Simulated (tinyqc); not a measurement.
Chemical-mechanical planarisation: Preston law, pattern density and step-height reduction: one step, computed by the program tinyqc.

A row of 10 cells, repeated periodically, holds raised features that cover a share rho of each cell.

Problem. State at time t. While h > h_c only raised areas polish, at R0/rho_eff, until t_c = rho_eff (h0 - h_c)/R0. After that h = h_c exp(-(t - t_c)/tau), tau = rho_eff h_c/R0; low areas polish at R0 (1 - h/h_c) and raised areas at R0 [1 + (1 - rho_eff) h/(rho_eff h_c)]. Removed from raised areas after t_c: h0 - h_c + R0 (t - t_c) + (1 - rho_eff)(h_c - h); from low areas: R0 (t - t_c) - rho_eff (h_c - h). Film left = z0 less the removal from raised areas.

Inputs (values chosen for the exercise, close to those used for copper polishing): initial step height h0 = 230 nm; contact height h_c = 73 nm; film above the raised areas z0 = 530 nm; polish time t = 47 s.

effective densities: [0.2953877, 0.4400597, 0.6342004, 0.6458007, 0.4771240, 0.4931415, 0.6308596, 0.6571634, 0.4074412, 0.2688217]

blanket rate R0 = 4.580442 nm/s

Give: Cells; range of film left across the row; largest remaining step; thinnest film left.

Solution.

Cells:
```
cell  rho_eff  t_c (s)  step h (nm)  removed, raised (nm)  removed, low (nm)  film left on raised areas (nm)
1     0.29539   10.125       0.0289                377.32             147.35                          152.68
2     0.44006   15.084       0.7708                343.64             114.41                          186.36
3     0.63420   21.738       5.9961                297.22              73.22                          232.78
4     0.64580   22.136       6.5185                294.44              70.96                          235.56
5     0.47712   16.354       1.2973                334.86             106.16                          195.14
6     0.49314   16.903       1.5857                331.05             102.64                          198.95
7     0.63086   21.623       5.8503                298.02              73.87                          231.98
8     0.65716   22.525       7.0540                291.71              68.77                          238.29
9     0.40744   13.966       0.4508                351.30             121.75                          178.70
10    0.26882    9.214       0.0108                383.44             153.45                          146.56
```

range of film left across the row = 91.729 nm

largest remaining step = 7.0540 nm

thinnest film left = 146.56 nm

10 of 10 cells have reached contact. The cell with the lowest rho_eff has lost the most film from its raised areas.
